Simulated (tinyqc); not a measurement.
Inside a calculation. Model: gas flow in a process chamber: flow regimes, conductance, effective pumping speed, pump-down, outgassing and purge. Computed by tinyqc, a small Python program that keeps every step. Command: `OMP_NUM_THREADS=1 python tinyqc.py 3120264 3120265 out.jsonl pump walk`. One thread of a shared host (Intel(R) Xeon(R) Processor @ 2.30GHz), about 0.07 s of CPU time with the checks. Intermediate numbers are printed to about 7 digits and carried at full precision; extremes and crossings named in words are read from the listed rows.

Ideal gas, isothermal flow, a pump of constant speed at the end of a round pipe; process gas, volume gas and outgassing are given the same properties. 1 sccm = 101325 Pa x 1e-6 m^3/60 s x T/273.15 K.

Inputs (values chosen for the exercise, modelled on nitrogen near room temperature): molar mass M = 28.01 g/mol; molecular diameter = 0.37 nm; viscosity eta = 17.8 micropascal s; temperature T = 300 K; chamber volume V = 6.5 L; wall area = 0.52 m^2; pipe diameter d = 2.5 cm; pipe length l = 32 cm; pump speed S = 3.4 L/s; process gas flow = 690 sccm; outgassing rate after 1 h = 2.6e-06 Pa m^3/(s m^2); outgassing exponent n = 1; starting pressure p0 = 2100 Pa; target base pressure = 8e-05 Pa.

Constants: k_B = 1.380649e-23 J/K; u = 1.6605390666e-27 kg.

## Molecular flow

Mean speed c = sqrt(8 k_B T/(pi m)); aperture conductance C_a = c pi d^2/16; molecular pipe C_m = C_a/(1 + 3 l/(4 d)) (Dushman form); viscous pipe C_v = pi d^4 p_mean/(128 eta l); Knudsen interpolation C = C_v + C_m (1 + x)/(1 + 1.24 x), x = d p_mean sqrt(m/(k_B T))/eta. Effective speed 1/S_eff = 1/S + 1/C_m; time constant V/S_eff; pressure at which the free path k_B T/(sqrt2 pi d_m^2 p) equals d.

mean speed c = 476.2020 m/s

C_a = 58.43878 L/s

C_m = 5.513092 L/s

S_eff in molecular flow = 2.103031 L/s

time constant = 3.090776 s

pressure where the free path equals d = 0.2723932 Pa

The pipe passes on 62 % of the pump speed.

## Process pressure

Steady flow: the pump inlet is at p_2 = Q/S, and the chamber pressure p_1 solves Q = C((p_1 + p_2)/2) (p_1 - p_2). Residence time = p_1 V/Q. Knudsen number = free path at the mean pressure over d.

throughput Q = 1279.778 Pa L/s

p_2 = 376.4052 Pa

chamber pressure p_1 = 378.4058 Pa

conductance C = 639.6870 L/s

residence time = 1.921926 s

Knudsen number = 7.217520e-04

The flow in the pipe is viscous.

## Purging a well-mixed chamber

With steady flow a contaminant decays as exp(-t/residence time); gas used = flow x time.

time to dilute 1e3 times = 13.27619 s

time to dilute 1e6 times = 26.55239 s

gas used for 1e6 = 305.3525 standard cm^3

## Pump-down curve

Pump-down: V dp/dt = -S_eff(p) p + q(t) A, with S_eff = S p_2/p, where p_2 solves C((p + p_2)/2) (p - p_2) = S p_2 at each moment, and q(t) = q_1 (1 h/(t + 10 s))^n; integrated adaptively. At long times p = q(t) A/S_eff. S_eff(p) is tabulated at 260 pressures and interpolated in ln p. Comparison columns: p0 exp(-t/time constant) with the molecular S_eff (0 below 1e-26 p0), and the outgassing limit.

Pressure against time:
```
t (s)         p (Pa)  S_eff (L/s)  volume gas only (Pa)  outgassing limit (Pa)
0.3     1.795330e+03     3.396176          1.905748e+03           2.246964e-01
1       1.245535e+03     3.394497          1.519519e+03           2.103976e-01
3       4.389197e+02     3.384471          7.955731e+02           1.780287e-01
10      1.306496e+01     2.994742          8.262064e+01           1.157187e-01
30      7.756890e-02     2.076309          1.278872e-01           5.785933e-02
100     2.177964e-02     2.092793          1.866002e-11           2.103976e-02
300     7.555854e-03     2.099168                     0           7.465720e-03
1000    2.299851e-03     2.101816                     0           2.291459e-03
3600    6.417551e-04     2.102689                     0           6.411006e-04
20000   1.156821e-04     2.102970                     0           1.156608e-04
100000  2.314227e-05     2.103019                     0           2.314142e-05
```

From t = 100 s on the pressure is within 20 % of the outgassing limit, which falls only as (t + 10 s)^-1: walls, not volume, set the time to base pressure. Early on viscous flow raises S_eff to 3.40 L/s, 1.6 times its molecular value.

## Time to base pressure

From the outgassing limit: t = 1 h x (q_1 A/(S_eff p_target))^(1/n) - 10 s; monolayer time at the target = 1e19 m^-2 x 4 k_B T/(p c) for unit sticking.

time to the target = 8.033241 h

monolayer time = 4.348939 s

Checks made by the program: throughput from C and the pressure drop (relative difference 5e-10).
